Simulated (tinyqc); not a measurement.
Worked calculation: averaged masses of warped heavy- and light-hole bands. Values are carried at full precision from step to step, so a last printed digit may differ when a step is redone from the rounded ones.

Constants: Ry = 13.60569312 eV; a0 (Bohr radius) = 0.5291772105 angstrom; kB = 8.617333262e-05 eV/K; hbar^2/2m0 = 3.80998211 eV angstrom^2.

Parameters, chosen for this exercise (near those of InSb; not measured data): g1 = 34.73 (Luttinger gamma1); g2 = 15.47 (gamma2); g3 = 16.48 (gamma3); eps = 16.83 (dielectric constant); mso = 0.109 m0 (split-off mass); Dso = 0.802 eV (spin-orbit splitting); T = 77 K (temperature).

## Other forms of the parameters

Dresselhaus-Kip-Kittel form E = c [A k^2 -/+ sqrt(B^2 k^4 + C^2 (kx^2 ky^2 + ky^2 kz^2 + kz^2 kx^2))] with A = g1, B = 2 g2, C^2 = 12 (g3^2 - g2^2). Spherical form: mu = (6 g3 + 4 g2)/(5 g1), delta = (g3 - g2)/g1, masses 1/(g1 (1 -/+ mu)). Effective rydberg R* = Ry/(g1 eps^2) and radius a* = a0 g1 eps.

A, B, |C|: 34.730  30.940  19.678

mu, delta: 0.9258  0.0291

spherical masses, heavy and light (m0): 0.3879  0.0150

R* = 1.38 meV
a* = 309.3 angstrom

delta/mu = 0.03 measures the warping against the spherical splitting.

## Masses along six directions

Four-band hole energies E = c k^2 f(u), c = hbar^2/2m0, f = g1 -/+ 2 sqrt(g2^2 + 3 (g3^2 - g2^2) s), s = ux^2 uy^2 + uy^2 uz^2 + uz^2 ux^2 for the unit vector u; minus for heavy, plus for light holes; the mass along u is 1/f.

Give s and both masses.

Masses (m0):

| direction | s | heavy | light |
|---|---|---|---|
| [100] | 0.00000 | 0.2639 | 0.0152 |
| [110] | 0.25000 | 0.4418 | 0.0149 |
| [111] | 0.33333 | 0.5650 | 0.0148 |
| [310] | 0.09000 | 0.3094 | 0.0151 |
| [311] | 0.15702 | 0.3543 | 0.0150 |
| [331] | 0.27424 | 0.4719 | 0.0148 |

The heavy mass grows by a factor of 2.14 from [100] to [111] while the light one shrinks by 3 %; 1/m_heavy + 1/m_light = 2 g1 in every direction.

## Density-of-states masses from three directions

m_d^(3/2) is the angular mean of m(u)^(3/2). The rule mean = (10 F[100] + 16 F[110] + 9 F[111])/35 is exact for cubic harmonics up to sixth order. Total m_d = (m_h^(3/2) + m_l^(3/2))^(2/3).

m^(3/2):

| direction | heavy | light |
|---|---|---|
| [100] | 0.13553 | 0.00188 |
| [110] | 0.29370 | 0.00182 |
| [111] | 0.42466 | 0.00180 |

m_d heavy, light (m0): 0.4302  0.0150

total = 0.4321 m0
share of light holes = 0.6 %

## Averages on a grid

Grid: n x n midpoints in cos(theta) from 0 to 1 and phi from 0 to pi/2, equal weights. m_d = <f^(-3/2)>^(2/3). Conductivity mass for one scattering time: 1/m_c = <|w|^2 f^(-5/2)>/<f^(-3/2)> with w = grad_k(k^2 f)/(2 k), that is |w|^2 = f^2 + |angular gradient of f|^2/4.

Use n = 40.

m_d heavy, light (m0): 0.4092  0.0150

m_c heavy, light (m0): 0.3440  0.0149

The three-direction rule differs from the grid by +5.14 % for heavy holes. Warping makes m_c of the heavy holes 16 % smaller than m_d; on a sphere the two are equal.

## Effective density of states

Nv = 2 (kT/(4 pi c))^(3/2) [m_h^(3/2) + m_l^(3/2) + mso^(3/2) exp(-Dso/kT)], c = hbar^2/2m0, parabolic bands, m_h and m_l the density-of-states masses from the grid; 1 angstrom^-3 = 1e24 cm^-3.

prefactor = 3.2631e+18 cm^-3

the three terms: 0.26176  0.00183  0.00000

Nv = 8.601e+17 cm^-3

shares (%): 99.3  0.7  0.0

kT/Dso = 0.01, small enough for the four-band form.

## Checks

- m_d and m_c of heavy holes for g2 = g3 against 1/(g1 - 2 g3): they agree to 1e-10 or better.
- m_d of heavy holes on grids of 40 and 160: both 0.4092.

Computed by tinyqc, a small Python program: `OMP_NUM_THREADS=1 python tinyqc.py 1081425 1081426 out.jsonl` (the numbers bound the seed that draws the inputs); one thread of a shared host (Intel(R) Xeon(R) Processor @ 2.30GHz), about 0.01 s for the whole set of steps.
